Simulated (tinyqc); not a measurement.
Worked calculation: Hubbard ring of 3 sites. Computed by tinyqc, a small Python program that keeps every step. Settings: hopping = 1.51, U = 7.3, mixing = 0.2, iteration cap = 65. Command: `OMP_NUM_THREADS=1 python tinyqc.py 27377 27378 out.jsonl` (the two numbers bound the seeds that draw the settings). One thread of a shared host (Intel(R) Xeon(R) Processor @ 2.60GHz), about 0.2 s of CPU time with the checks. Later iterations appear only in the table of the cycle.

## Mean-field iteration 1

one-body matrix (hopping and site energies) (eV):
```
           1          2          3
1   0.000000  -1.510000  -1.510000
2  -1.510000   0.000000  -1.510000
3  -1.510000  -1.510000   0.000000
```

U = 7.300000 eV

electrons, up and down: 2  1

mixing = 0.200000

n(up) at the start (a guess, not normalised): 1 0.717000, 2 0.617000, 3 0.717000

n(down) at the start (a guess): 1 0.283000, 2 0.383000, 3 0.283000

H(up) = T + U n(down), H(down) = T + U n(up); fill the lowest levels; n(new) = n + mixing (n(out) - n); E = tr T (rho up + rho down) + U sum n_up n_down of the output.

levels, up (eV): -0.735448  3.575900  4.087248

levels, down (eV): 1.943317  6.284883  6.744100

energy = 0.052868 eV

n(up) after iteration 1: 1 0.746824, 2 0.547153, 3 0.746824

n(down) after iteration 1: 1 0.285383, 2 0.388434, 3 0.285383

## Mean-field iteration 2

As before.

levels, up (eV): -0.712109  3.593295  4.120973

levels, down (eV): 1.832391  6.103637  6.961812

energy = -0.222750 eV

n(up) after iteration 2: 1 0.770863, 2 0.490914, 3 0.770863

n(down) after iteration 2: 1 0.278920, 2 0.409520, 3 0.278920

## Convergence

Each step fills the lowest levels of T + U n(other spin) and sets n(new) = n + mixing (n(out) - n); stop when output and input agree to 1e-8.

Course of the cycle:

| iteration | E (eV) | largest \|n(out) - n(in)\| | mean \|n_up - n_down\| |
|---|---|---|---|
| 1 | 0.05286790 | 3.49e-01 | 0.428271 |
| 2 | -0.22275034 | 2.81e-01 | 0.485271 |
| 3 | -0.42853856 | 2.41e-01 | 0.541203 |
| 4 | -0.60073881 | 2.15e-01 | 0.593524 |
| 5 | -0.74833571 | 1.96e-01 | 0.640681 |
| 6 | -0.87178480 | 1.90e-01 | 0.681835 |
| 7 | -0.97120259 | 1.84e-01 | 0.716802 |
| 8 | -1.04843072 | 1.74e-01 | 0.745923 |
| 9 | -1.10668621 | 1.61e-01 | 0.769849 |
| 10 | -1.14967650 | 1.47e-01 | 0.789352 |
| 11 | -1.18091566 | 1.32e-01 | 0.805196 |
| ... | ... | ... | ... |
| 55 | -1.25885285 | 1.15e-04 | 0.878255 |
| 56 | -1.25885286 | 9.69e-05 | 0.878261 |
| 57 | -1.25885286 | 8.20e-05 | 0.878266 |
| 58 | -1.25885287 | 6.93e-05 | 0.878270 |
| 59 | -1.25885287 | 5.87e-05 | 0.878274 |
| 60 | -1.25885287 | 4.96e-05 | 0.878277 |
| 61 | -1.25885288 | 4.20e-05 | 0.878280 |
| 62 | -1.25885288 | 3.55e-05 | 0.878282 |
| 63 | -1.25885288 | 3.00e-05 | 0.878284 |
| 64 | -1.25885288 | 2.54e-05 | 0.878285 |
| 65 | -1.25885288 | 2.15e-05 | 0.878286 |

Not converged within 65 iterations: the residual falls steadily but slowly, by a factor of about 0.85 a step. The lowest mean-field energy found from random starts is -1.25885 eV. Reruns (cap 100 unless said): mixing 0.5: converged in 40 (E = -1.25885); mixing 0.9: converged in 18 (E = -1.25885); the original settings with a cap of 400: converged in 111 (E = -1.25885).

## The many-body Hamiltonian

Basis: all placements (u, d, 2, 0 on each site), up operators ordered before down ones; hops carry the sign of the same-spin electrons passed.

H (eV):
```
           2u0        u20        uud        20u        udu        u02        duu        02u
2u0   7.300000  -1.510000  -1.510000  -1.510000   0.000000   0.000000   1.510000   0.000000
u20  -1.510000   7.300000  -1.510000   0.000000  -1.510000   0.000000   0.000000   1.510000
uud  -1.510000  -1.510000   0.000000   0.000000   0.000000  -1.510000   0.000000   0.000000
20u  -1.510000   0.000000   0.000000   7.300000  -1.510000  -1.510000  -1.510000   0.000000
udu   0.000000  -1.510000   0.000000  -1.510000   0.000000  -1.510000   0.000000  -1.510000
u02   0.000000   0.000000  -1.510000  -1.510000  -1.510000   7.300000   0.000000   0.000000
duu   1.510000   0.000000   0.000000  -1.510000   0.000000   0.000000   0.000000  -1.510000
02u   0.000000   1.510000   0.000000   0.000000  -1.510000   0.000000  -1.510000   7.300000
0u2   0.000000   0.000000   1.510000   0.000000   0.000000  -1.510000  -1.510000  -1.510000

           0u2
2u0   0.000000
u20   0.000000
uud   1.510000
20u   0.000000
udu   0.000000
u02  -1.510000
duu  -1.510000
02u  -1.510000
0u2   7.300000
```

## Exact diagonalisation (9 states)

Lowest levels of the sector, and the double occupancy of the lowest state.

lowest levels (eV): -1.667424  -1.667424  0.000000  5.631019  5.631019  7.300000

double occupancy per site = 0.060225

## The lowest level by Lanczos steps

From a random start vector (not printed): a_j = <q_j|H|q_j>, b_j = norm of the remainder after orthogonalising; the Ritz value is the lowest eigenvalue of the tridiagonal matrix of a and b so far.

Lanczos:

| j | a_j (eV) | b_j (eV) | lowest Ritz value (eV) |
|---|---|---|---|
| 1 | 3.930085 | 3.830301 | 3.93008543 |
| 2 | 1.841560 | 2.893466 | -1.08427695 |
| 3 | 8.487131 | 1.806253 | -1.62654867 |
| 4 | 5.748073 | 3.225471 | -1.65070290 |
| 5 | 1.893150 | 0 | -1.66742435 |
